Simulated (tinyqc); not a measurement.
Where the wafer is too thin: surface photovoltage measurement of the minority-carrier diffusion length in a wafer. Computed by tinyqc, a small Python program. Command: `OMP_NUM_THREADS=1 python tinyqc.py 3130162 3130163 out.jsonl spv walk`. One thread of a shared host (Intel(R) Xeon(R) Processor @ 2.30GHz), about 0.01 s of CPU time with the checks.

Low injection, steady light, a depletion layer much thinner than 1/alpha and L. The excess density dn is taken at the front edge of the neutral region; light that reaches the back is lost.

Inputs (values chosen for the exercise, modelled on p-type silicon at room temperature):
```
quantity,value,unit
wafer thickness W,525,micrometre
diffusivity D,31.8,cm^2/s
front recombination velocity S_f,15000,cm/s
back recombination velocity S_b,2700,cm/s
photon flux entering,6.4e+13,1/(cm^2 s)
```

Method:
- alpha = (84.732/lambda - 76.417)^2 per cm with lambda in micrometre (an empirical fit for silicon between 0.7 and 1.05 micrometre).
- Thick wafer: dn = Phi L/((S_f + D/L)(L + 1/alpha)). Finite wafer, with s = S_b L/D, w = W/L, a = alpha L: dn = [Phi a/(a^2 - 1)] [a - B - exp(-alpha W)(a - s)/(cosh w + s sinh w)]/(S_f + B D/L), B = (sinh w + s cosh w)/(cosh w + s sinh w).
- Readings y = (Phi/dn) (1 + noise x g) at 780, 830, 880, 920, 950, 975 and 995 nm; a least-squares line y = c (1/alpha + L_app) gives L_app = intercept/slope.
- No noise; L is varied at fixed W, and the last two columns set S_b to 0 and to 1e7 cm/s.

Apparent length (micrometre):
```
L,W/L,given S_b,S_b = 0,S_b = 1e7
26.2,20.038,26.20,26.2,26.20
52.5,10.000,52.50,52.5,52.50
105.0,5.000,104.98,105.1,104.82
158.0,3.323,157.43,160.0,155.54
262.0,2.004,250.91,285.5,236.61
420.0,1.250,350.05,544.4,307.88
682.0,0.770,428.87,1138.2,355.29
1100.0,0.477,471.94,2285.1,378.33
2100.0,0.250,495.21,4582.0,390.03
```

What follows from these numbers?

With a fast back surface L_app levels off, at 390 micrometre in the last row; with a passive one it reaches up to 2.18 times L among these rows and is 4580 in the last. All three columns are within 5 % of L down to W/L = 3.3.

Extremes, crossings and ranges named in words are read from the listed rows.
